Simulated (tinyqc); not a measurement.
Self-consistent Fermi level with native defects, at growth and after a quench: one step, computed by the program tinyqc. Command: `OMP_NUM_THREADS=1 python tinyqc.py 3012732 3012733 out.jsonl scfermi walk`. One thread of a shared host (Intel(R) Xeon(R) Processor @ 2.30GHz), about 0.05 s of CPU time with the checks.

Energies are counted from the top of the valence band (VBM); when the gap shrinks with temperature the conduction band moves and the levels stay. The added dopant is taken as fully ionised. D and A draw on one reservoir with opposite signs, as the two vacancies of a compound do.

Problem. Bands at growth. E_g(T) = E_g - slope x max(0, T - 300 K). N_c = 2 M_c (2 pi m_e k_B T/h^2)^(3/2) and N_v = 2 (2 pi m_h k_B T/h^2)^(3/2), masses in units of m_0. At growth T = T_g.

Inputs (values chosen for the exercise, for a model semiconductor): gap E_g at 300 K = 1.31 eV; slope -dE_g/dT above 300 K = 0.00021 eV/K; electron mass m_e = 0.0979 m_0; valleys M_c = 1; hole mass m_h = 0.616 m_0; growth temperature T_g = 1150 K.

Added shallow dopant: acceptor.

Constants: m_0 = 9.1093837015e-31 kg; k_B = 1.380649e-23 J/K; h = 6.62607015e-34 J s; k_B = 8.617333262e-05 eV/K.

Give: E_g(T_g); N_c(T_g); N_v(T_g); k_B T_g.

Solution.

E_g(T_g) = 1.1315 eV

N_c(T_g) = 5.769e+18 cm^-3

N_v(T_g) = 9.106e+19 cm^-3

k_B T_g = 0.09910 eV
